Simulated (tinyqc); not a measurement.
## Doping and flat-band voltage from the body effect

Question. VT = Vfb + 2 phiF + gamma sqrt(2 phiF + Vsb), phiF = Vt ln(Na/ni), gamma = sqrt(2 q eps0 eps_r Na)/Cox, Cox = eps0 eox/tox. Find Na, gamma and Vfb from two thresholds.

Values chosen for this exercise; material values those of a made-up semiconductor:
```
symbol  value  unit                                      meaning
T         300     K                                  temperature
eps_r    9.62         relative permittivity of the semiconductor
eox      24.7        relative permittivity of the gate insulator
tox        14    nm                          insulator thickness
```

Constants: q = 1.602176634e-19 C, kB = 1.380649e-23 J/K, Vt = kB T/q, eps0 = 8.8541878128e-14 F/cm where lengths are in cm. Results are converted to the units shown.

VT at Vsb = 0 and 1.3 V (V): 0.14662922  0.17090361
ni = 2.4261040e11 cm^-3

Answer. The difference of the thresholds, gamma [sqrt(2 phiF + Vsb) - sqrt(2 phiF)], holds no Vfb and rises with Na, so it has one root; Vfb then follows from the first threshold.

Na = 1.400e16 cm^-3
gamma = 0.03957 V^0.5
Vfb = -0.4500 V

Program tinyqc, `OMP_NUM_THREADS=1 python tinyqc.py 2360005 2360006 out.jsonl`; Intel Xeon 2.30GHz, shared host, one thread, about 0.04 s.
